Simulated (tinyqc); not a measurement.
# Worked calculation: capacitance of parallel on-chip lines from Laplace's equation on a mesh

Numbers from tinyqc (`OMP_NUM_THREADS=1 python tinyqc.py 2790224 2790225 out.jsonl`; about 1 s on one thread of a shared Intel Xeon 2.30GHz). Printed values are rounded.

Cross-section of an endless row of equal lines between two grounded planes; neighbours are driven in antiphase (+1 V and -1 V), so the plane midway between two lines is at 0 V. By symmetry one quarter is solved: x runs from the centre of a line (column 0, mirror) to that midplane (column 5, 0 V), y from the mid-height of the line (row 0, mirror) to the ground plane (row 4, 0 V). The line fills columns 0 to 2 and rows 0 to 2 at 1 V. Cells beside the line (below row 2) have e2, cells above have e1. Each link between nodes has the conductance g = mean permittivity of the two cells beside it (a cell beyond a mirror counts as 0), and the free nodes obey sum g (V_neighbour - V) = 0.

Inputs (values chosen for the exercise):
- e1 = 3 (relative permittivity above and below the lines)
- e2 = 2.7 (relative permittivity between the lines)
- om = 1.4 (over-relaxation factor)

Constants: eps0 = 8.8541878128e-12 F/m. Results are converted to the units shown.

## Link conductances

gx[j, i] joins node (row j, column i) to column i + 1, gy[j, i] to row j + 1.

gx:
```
       col 0  col 1  col 2  col 3  col 4
row 0   1.35   1.35   1.35   1.35   1.35
row 1    2.7    2.7    2.7    2.7    2.7
row 2   2.85   2.85   2.85   2.85   2.85
row 3      3      3      3      3      3
row 4    1.5    1.5    1.5    1.5    1.5
```

gy:
```
       col 0  col 1  col 2  col 3  col 4  col 5
row 0   1.35    2.7    2.7    2.7    2.7   1.35
row 1   1.35    2.7    2.7    2.7    2.7   1.35
row 2    1.5      3      3      3      3    1.5
row 3    1.5      3      3      3      3    1.5
```

## Iteration 1: relaxation sweep

V at the start (V):
```
       col 0  col 1  col 2  col 3  col 4  col 5
row 0      1      1      1      0      0      0
row 1      1      1      1      0      0      0
row 2      1      1      1      0      0      0
row 3      0      0      0      0      0      0
row 4      0      0      0      0      0      0
```

One sweep visits the free nodes row by row from row 0, left to right, and replaces V by V + om (weighted mean of the neighbours - V), using new values at once.

V after sweep 1 (V):
```
          col 0     col 1     col 2     col 3     col 4     col 5
row 0  1.000000  1.000000  1.000000  0.350000  0.122500  0.000000
row 1  1.000000  1.000000  1.000000  0.472500  0.208250  0.000000
row 2  1.000000  1.000000  1.000000  0.506671  0.246386  0.000000
row 3  0.350000  0.472500  0.515375  0.357716  0.211436  0.000000
row 4  0.000000  0.000000  0.000000  0.000000  0.000000  0.000000
```

## Iteration 2: relaxation sweep

As before.

V after sweep 2 (V):
```
          col 0     col 1     col 2     col 3     col 4     col 5
row 0  1.000000  1.000000  1.000000  0.583625  0.301044  0.000000
row 1  1.000000  1.000000  1.000000  0.615491  0.323722  0.000000
row 2  1.000000  1.000000  1.000000  0.569441  0.285987  0.000000
row 3  0.540750  0.530644  0.454776  0.289392  0.116808  0.000000
row 4  0.000000  0.000000  0.000000  0.000000  0.000000  0.000000
```

## Course of the relaxation

Stop when no node changes by 1e-7 V. C = 4 eps0 sum g (difference of V along the link)^2, in aF/um.

Course of the iteration:
```
sweep  C (aF/um)  largest change (V)
1       268.4475               0.515
2       247.7907               0.234
3       245.4526              0.0691
4       244.9467              0.0328
5       244.7460              0.0247
6       244.7177              0.0128
7       244.7026              0.0116
8       244.7021             1.19e-3
9       244.7020             4.27e-4
10      244.7020             2.72e-4
11      244.7020             1.19e-4
12      244.7020             2.26e-5
13      244.7020             1.95e-5
14      244.7020             9.03e-6
15      244.7020             3.48e-6
16      244.7020             1.05e-6
17      244.7020             5.94e-7
18      244.7020             1.63e-7
19      244.7020             7.55e-8
```

Converged in 19 sweeps. Over the last four sweeps the change shrinks by about 0.38 a sweep. C comes down from above, since the solution minimises the energy.

## Capacitance per length

converged V (V):
```
          col 0     col 1     col 2     col 3     col 4     col 5
row 0  1.000000  1.000000  1.000000  0.629990  0.300230  0.000000
row 1  1.000000  1.000000  1.000000  0.609865  0.285465  0.000000
row 2  1.000000  1.000000  1.000000  0.524004  0.231764  0.000000
row 3  0.491237  0.482474  0.438659  0.272161  0.125981  0.000000
row 4  0.000000  0.000000  0.000000  0.000000  0.000000  0.000000
```

C = 4 eps0 sum g (difference of V)^2 over all links (twice the energy of the four quarters, line at 1 V). Plate estimate without fringing: eps0 [2 e1 w/hd + 2 e2 t/(s/2)], w = 4 hx, t = 4 hx, s/2 = 3 hx, hd = 2 hx.

C = 244.7020 aF/um
plate estimate = 170.0004 aF/um

C depends on the shape only, not on the mesh step hx. Meshes 6, 12 and 24 times finer extrapolate (Aitken) to 231.6 aF/um; this mesh is 5.6 % above that, and the plate estimate is 27 % below it.
